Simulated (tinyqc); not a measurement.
Band bending at a free surface with a continuum of surface states, surface photovoltage and Kelvin probe: one step of the calculation.

n-type bulk, xi = Ec - EF = Vt ln(Nc/Nd), p0 = ni^2/Nd, ni = sqrt(Nc Nv) exp(-Eg/(2 Vt)), Eg in volts. b is the upward band bending, u = b/Vt. Space charge per area, in units of q: Qc = sign(b) sqrt((2 eps0 eps_r Vt/q) [(Nd + dn)(exp(-u) - 1) + Nd u + (p0 + dn)(exp(u) - 1)]), with dn the excess density under light (flat quasi-Fermi levels; 0 in the dark). The states hold -Ds (E0 - xi - b): negative while the Fermi level lies above the neutrality level. Neutrality: Qc + Qf + (charge of the states) = 0.

Problem. Surface photovoltage. Under chopped light the surface charge keeps its dark value, so b falls to bL with Qc(bL, dn) = Qc(b, 0); the photovoltage is b - bL. Qc rises with b, so bL follows by bisection.

Parameters, values chosen for the exercise; band and dielectric values close to those of silicon: temperature T = 300 K; band gap Eg = 1.11 eV; relative permittivity eps_r = 11.8; conduction-band density of states at T Nc = 2.76e19 cm^-3; valence-band density of states at T Nv = 2.66e19 cm^-3; donor density Nd = 7.3e17 cm^-3; excess carrier density under light dn = 5.2e12 cm^-3.

Constants: q = 1.602176634e-19 C, kB = 1.380649e-23 J/K, Vt = kB T/q, eps0 = 8.8541878128e-14 F/cm where lengths are in cm. Results are converted to the units shown.

converged b = 0.19629981 V

Find: bL; photovoltage; share of b removed; excess holes at the surface, dn exp(bL/Vt).

Solution.

bL = 0.19594 V
photovoltage = 0.36024 mV
share of b removed = 0.18351 %
excess holes at the surface, dn exp(bL/Vt) = 1.0178e16 cm^-3

tinyqc, about 0.01 s, one thread, Intel Xeon 2.30GHz (shared host): `OMP_NUM_THREADS=1 python tinyqc.py 2430010 2430011 out.jsonl`
